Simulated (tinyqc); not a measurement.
Inside a calculation. Model: Cahn-Hilliard equation on a periodic one-dimensional grid. Computed by tinyqc, a small Python program that keeps every step. Command: `OMP_NUM_THREADS=1 python tinyqc.py 3023907 3023908 out.jsonl cahn walk`. One thread of a shared host (Intel(R) Xeon(R) Processor @ 2.30GHz), about 0.1 s of CPU time with the checks. Intermediate numbers are printed to about 7 digits and carried at full precision; extremes and crossings named in words are read from the listed rows.

Free energy F = h sum_j [A (c_j^2 - 1)^2/4 + (kappa/2) ((c_(j+1) - c_j)/h)^2]; dc/dt = Lap(mu), mu = A (c^3 - c) - kappa Lap(c), Lap(y)_j = (y_(j+1) - 2 y_j + y_(j-1))/h^2, mobility 1; the grid has n = 12 points.

Inputs (values chosen for the exercise, in reduced units):

| quantity | value | unit |
|---|---|---|
| spacing h | 1.3 | - |
| well depth A | 0.83 | - |
| gradient coefficient kappa | 1.4 | - |
| mean composition c0 | 0.09 | - |
| noise amplitude | 0.05 | - |
| time step dt | 0.39 | - |
| end time | 150 | - |

Scheme: explicit Euler.

## Linear stability

f'' = A (3 c0^2 - 1). Mode m has lambda_m = (4/h^2) sin^2(pi m/n) and the rate w_m = -lambda_m (f'' + kappa lambda_m). In the continuum the fastest wavelength is 2 pi sqrt(2 kappa/|f''|) with the rate f''^2/(4 kappa). Explicit steps near c = +-1, where f'' = 2A, are stable for dt < 2/(16 kappa/h^4 + 8 A/h^2).

f'' = -0.809831

Modes of the grid:

| m | lambda_m | w_m |
|---|---|---|
| 1 | 0.158550 | 0.093205 |
| 2 | 0.591716 | -0.010989 |
| 3 | 1.183432 | -1.002336 |
| 4 | 1.775148 | -2.974040 |
| 5 | 2.208314 | -5.038950 |
| 6 | 2.366864 | -5.926103 |

fastest wavelength = 11.68320

largest rate = 0.1171118

explicit limit of dt = 0.1698967

1 mode(s) grow; the fastest on the grid is m = 1, while the box holds 1.34 fastest wavelengths. dt is 2.30 of the explicit limit.

## The first step

random numbers: -0.703  0.308  0.227  0.892  -0.574  0.493  0.524  -0.431  0.676  -0.910  -0.279  0.474

Start: c_j = c0 + amplitude x (z_j - mean of z). c(new) = c + dt Lap(mu).

c at the start: 0.0519458  0.1024958  0.0984458  0.1316958  0.0583958  0.1117458  0.1132958  0.0655458  0.1208958  0.0415958  0.0731458  0.1107958

mu at the start: -0.1336259  -0.0389471  -0.1118176  -0.0191455  -0.1532204  -0.0486796  -0.0519883  -0.1395776  0.0126674  -0.1262932  -0.0654395  -0.0108908

c after one step: 0.1021183  0.0638306  0.1366480  0.0793696  0.1134610  0.0868575  0.0938464  0.1208922  0.0536945  0.0877068  0.0716908  0.0698842

F at the start = 3.195318

F after one step = 3.191840

## The run

Run to the end time; break off if |c| exceeds 3 or F has risen by more than 1e-9 in more than 30 steps. Domains = stretches with c > c0.

Course:

| step | t | F | min c | max c | domains |
|---|---|---|---|---|---|
| 0 | 0.00 | 3.1953 | 0.041596 | 0.131696 | 4 |
| 8 | 3.12 | 3.2136 | 0.036335 | 0.159585 | 5 |
| 19 | 7.41 | 41.4589 | -1.260946 | 1.466693 | 6 |
| 20 | 7.80 | 533.2067 | -3.567677 | 3.781305 | 6 |

c at the end: -3.116060  3.566901  -3.567677  3.781305  -3.434706  3.387278  -2.901123  2.864457  -2.546759  2.684570  -2.634945  2.996759

F at the end = 533.2067

steps in which F rose = 18

F rose in 18 steps, which the true dynamics forbid. dt is 2.30 times the explicit limit, so the shortest wave, which alternates from point to point, is amplified.

Reruns converge with time step dt = 0.098; or with scheme = semi-implicit Fourier.

Checks made by the program: conservation of the mean (relative difference below 1e-10).
